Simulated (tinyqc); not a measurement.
Comparisons within one model: band gaps under pressure and temperature from deformation potentials. A value that a table varies takes the place of the one given here.

Murnaghan: V/V0 = (1 + Bp P/B0)^(-1/Bp), B0 = (C11 + 2 C12)/3. Each gap moves by a ln(V/V0) with its volume potential a, and falls with temperature by aV T^2/(T + bV) (Varshni); the two effects are added. No change of phase is considered.

Constants: hc = 1239.841984 eV nm.

Parameters, chosen for this exercise (near those of InAs, the X and L potentials typical of such crystals; not measured data): Eg = 0.421 eV (gap at Gamma to the s-like level at 0 K, 0 GPa); EgX = 1.419 eV (gap to X at 0 K, 0 GPa); EgL = 1.115 eV (gap to L at 0 K, 0 GPa); C11 = 83.1 GPa; C12 = 45.9 GPa; Bp = 4.51 (pressure derivative of the bulk modulus); aG = -6.11 eV (volume potential of the Gamma gap); aX = 1.88 eV (volume potential of the X gap); aL = -3.17 eV (volume potential of the L gap); aV = (0.284, 0.27, 0.273) meV/K (Varshni alpha of Gamma, X, L); bV = (87, 92, 90) K (Varshni beta of Gamma, X, L); T = 300 K (temperature); P = 4.6 GPa (pressure).

## Gaps against pressure

The last column is the linear form E0 + c1 P for Gamma, c1 = -aG/B0.

Gaps (eV):

| P (GPa) | ln(V/V0) | Gamma | X | L | lowest | Gamma, linear |
|---|---|---|---|---|---|---|
| 0.00 | 0.0000 | 0.355 | 1.357 | 1.052 | Gamma | 0.355 |
| 1.25 | -0.0205 | 0.480 | 1.319 | 1.117 | Gamma | 0.486 |
| 2.50 | -0.0392 | 0.594 | 1.283 | 1.176 | Gamma | 0.617 |
| 3.75 | -0.0565 | 0.700 | 1.251 | 1.231 | Gamma | 0.748 |
| 5.00 | -0.0725 | 0.798 | 1.221 | 1.282 | Gamma | 0.879 |
| 6.25 | -0.0874 | 0.889 | 1.193 | 1.329 | Gamma | 1.010 |
| 7.50 | -0.1015 | 0.975 | 1.166 | 1.374 | Gamma | 1.141 |
| 8.75 | -0.1146 | 1.055 | 1.142 | 1.415 | Gamma | 1.272 |
| 10.00 | -0.1271 | 1.131 | 1.118 | 1.455 | X | 1.403 |

Over 10 GPa Gamma moves by +0.776, L by +0.403 and X by -0.239 eV. The lowest valley changes: Gamma to X between 8.75 and 10.00 GPa, and the fundamental gap peaks at 1.118 eV on these points. The linear form overshoots by 272 meV at the end, because the crystal stiffens; the gap is linear in ln V, not in P. Rows above about 7 GPa lie beyond the phase change of the real crystal.

## Gaps against temperature

At the pressure P; wavelength hc/E of the lowest gap.

Gaps (eV):

| T (K) | Gamma | X | L | lowest | wavelength (nm) |
|---|---|---|---|---|---|
| 0 | 0.8334 | 1.2921 | 1.3290 | Gamma | 1487.6 |
| 50 | 0.8282 | 1.2873 | 1.3241 | Gamma | 1496.9 |
| 100 | 0.8182 | 1.2780 | 1.3146 | Gamma | 1515.3 |
| 200 | 0.7938 | 1.2551 | 1.2913 | Gamma | 1561.8 |
| 300 | 0.7674 | 1.2301 | 1.2660 | Gamma | 1615.7 |
| 400 | 0.7401 | 1.2043 | 1.2398 | Gamma | 1675.2 |
| 500 | 0.7125 | 1.1781 | 1.2133 | Gamma | 1740.2 |
| 600 | 0.6846 | 1.1516 | 1.1865 | Gamma | 1811.0 |

From 0 to 100 K the Gamma gap falls by 15.2 meV, from 500 to 600 K by 27.9 meV: quadratic below bV, linear with a slope tending to aV = 0.284 meV/K above. Gamma stays lowest. A pressure of 0.63 GPa, with the slope -aG/B0 at zero pressure, would undo the fall of the Gamma gap from 0 to 300 K.

## What each parameter does

Gaps at P and T. Each row changes one parameter from the base and keeps the others.

Results:

| case | Gamma (eV) | X (eV) | L (eV) |
|---|---|---|---|
| base | 0.7674 | 1.2301 | 1.2660 |
| T = 350 K | 0.7538 | 1.2173 | 1.2530 |
| C11 = 91.41 GPa | 0.7512 | 1.2351 | 1.2576 |
| C12 = 41.31 GPa | 0.7869 | 1.2241 | 1.2761 |
| Bp = 4.961 | 0.7618 | 1.2318 | 1.2631 |
| aG = -5.499 eV | 0.7261 | 1.2301 | 1.2660 |
| aX = 1.692 eV | 0.7674 | 1.2428 | 1.2660 |
| aL = -2.853 eV | 0.7674 | 1.2301 | 1.2446 |
| P = 5.06 GPa | 0.8025 | 1.2193 | 1.2842 |

The largest shifts from the base row, up to three for each result and ties (the steps differ in size, so this ranks the rows, not the parameters). Gamma (eV): aG -0.0412, P +0.0351, C12 +0.0196; unchanged at the printed digits by aX and aL. X (eV): T -0.0128, aX +0.0127, P -0.0108; unchanged at the printed digits by aG and aL. L (eV): aL -0.0214, P +0.0182, T -0.0130; unchanged at the printed digits by aG and aX.

Run: tinyqc, `OMP_NUM_THREADS=1 python tinyqc.py 1050899 1050900 out.jsonl`; Intel(R) Xeon(R) Processor @ 2.30GHz, one thread, shared host; about 0.01 s of CPU time with all checks.
